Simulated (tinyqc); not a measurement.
Inside a calculation. Model: adsorption as a lattice gas: isotherms with interactions, competition, desorption peaks and saturation dose. Computed by tinyqc, a small Python program that keeps every step. Command: `OMP_NUM_THREADS=1 python tinyqc.py 3008476 3008477 out.jsonl adsorb walk`. One thread of a shared host (Intel(R) Xeon(R) Processor @ 2.30GHz), about 0.2 s of CPU time with the checks. Intermediate numbers are printed to about 6 digits and carried at full precision; extremes and crossings named in words are read from the listed rows.

One adsorbate per site; a molecule needs 1 empty site. Gas and surface have the same temperature.

Inputs (values chosen for the exercise, for a model surface):

| quantity | value | unit |
|---|---|---|
| desorption energy E | 2.18 | eV |
| prefactor nu | 8e+14 | 1/s |
| pair energy w (positive repels) | -0.052 | eV |
| neighbours z | 3 | - |
| site density N_s | 6.5 | 1/nm^2 |
| molecular mass M | 140 | u |
| sticking coefficient s0 | 0.43 | - |
| temperature T | 912 | K |
| pressure p | 0.36 | Pa |
| blocking by a second gas, K_B p_B | 0.12 | - |
| heating rate beta | 10 | K/s |
| aspect ratio a (depth over diameter) of a hole | 10 | - |

Adsorption: molecular (first order).

Constants: u = 1.6605390666e-27 kg; k_B = 1.380649e-23 J/K; k_B = 8.617333262e-05 eV/K.

## Flux and the Langmuir coverage

Flux F = p/sqrt(2 pi M k_B T); k_d = nu exp(-E/(k_B T)); s0 F (1 - theta) = N_s k_d theta, so y = s0 F/(N_s k_d), theta = y/(1 + y). With a second gas on the same sites theta = y/(1 + y + K_B p_B).

flux F = 2654.51 1/(nm^2 s)

k_d = 718.211 1/s

y = 0.244505

Langmuir coverage = 0.196468

coverage with the second gas = 0.179190

## Coverage with interactions

With u = w/(k_B T). Mean field: theta/(1 - theta) = y exp(-z u theta). Quasi-chemical: theta/(1 - theta) = y [(r - 1 + 2 theta)(1 - theta)/((r + 1 - 2 theta) theta)]^(-z/2) exp(-z u/2), r = sqrt(1 - 4 theta (1 - theta)(1 - exp(-u))).

u = -0.661661

coverage, mean field = 0.312592

coverage, quasi-chemical = 0.330177

Attraction raises the coverage from 0.1965. Both theories put half coverage at ln y = z u/2 = -0.992; here ln y = -1.409.

## Isotherms

The formulas are those given above.

Coverage; the first column is ln y - z u/2:

| ln y - z u/2 | no interaction | mean field | quasi-chemical |
|---|---|---|---|
| -5.0 | 0.002491 | 0.002504 | 0.002509 |
| -3.0 | 0.018119 | 0.018795 | 0.019074 |
| -2.0 | 0.047766 | 0.052762 | 0.054745 |
| -1.0 | 0.119994 | 0.156977 | 0.168624 |
| -0.5 | 0.183548 | 0.282622 | 0.300710 |
| 0.0 | 0.270420 | 0.500000 | 0.500000 |
| 0.5 | 0.379307 | 0.717378 | 0.699290 |
| 1.0 | 0.501877 | 0.843023 | 0.831376 |
| 2.0 | 0.732532 | 0.947238 | 0.945255 |
| 3.0 | 0.881583 | 0.981205 | 0.980926 |
| 5.0 | 0.982146 | 0.997496 | 0.997491 |

At half coverage the slope d theta/d ln y is 1/4 without interaction, 1/(4 + z u) = 0.496 in mean field and 0.433 in the pair theory, 1/[4 + 2 z (exp(u/2) - 1)]. Attraction steepens the filling towards a step; the two theories differ by at most 0.018 in these rows.

## Desorption peak without interaction

The peak obeys E/(k_B T_p^2) = (nu/beta) exp(-E/(k_B T_p)) exactly. Redhead's shortcut, with the constant 3.46 (3.64 is also in use), reads E back as k_B T_p [ln(nu' T_p/beta) - 3.46], nu' = nu.

peak temperature T_p = 721.999 K

E by Redhead's shortcut = 2.18600 eV

The shortcut misses by +0.28 %, since 3.46 stands for ln(E/(k_B T_p)) = 3.56. A prefactor wrong by a factor 100 would shift E by 0.287 eV.

## Peak against initial coverage

Heating at the rate beta: d theta/dT = -(nu/beta) theta^1 exp(-[E - z w theta]/(k_B T)). Integrated numerically (relative tolerance 1e-9); T_p is the maximum of the rate.

Peak temperatures (K):

| theta_0 | w = 0 | with w |
|---|---|---|
| 0.1 | 721.999 | 725.829 |
| 0.3 | 721.999 | 733.403 |
| 0.5 | 721.999 | 740.883 |
| 0.7 | 721.999 | 748.290 |
| 0.9 | 721.999 | 755.653 |

Without interaction the peak does not move; with w it moves by +29.8 K.

## Dose to saturate, flat and in a hole

Without desorption or interaction, 99 % coverage needs the time (N_s/(s0 F)) ln 100. For a round hole of aspect ratio a in molecular flow with unit sticking (Gordon), the time is N_s/F x [1 + (19/4) a + (3/2) a^2]. The larger of the two times is a rough guide.

time on a flat surface = 0.0262244 s

time for the hole = 0.486059 s

The hole is limited by transport: for deep holes the dose grows as a^2. Caution: with k_d = nu exp(-E/(k_B T)) of these inputs desorption is not negligible over the time on a flat surface, so without interaction 99 % coverage is not reached.

Checks made by the program: quasi-chemical form at low coverage and at the symmetry point (relative difference 2e-07); T_p against the integrated rate equation (relative difference 3e-09).
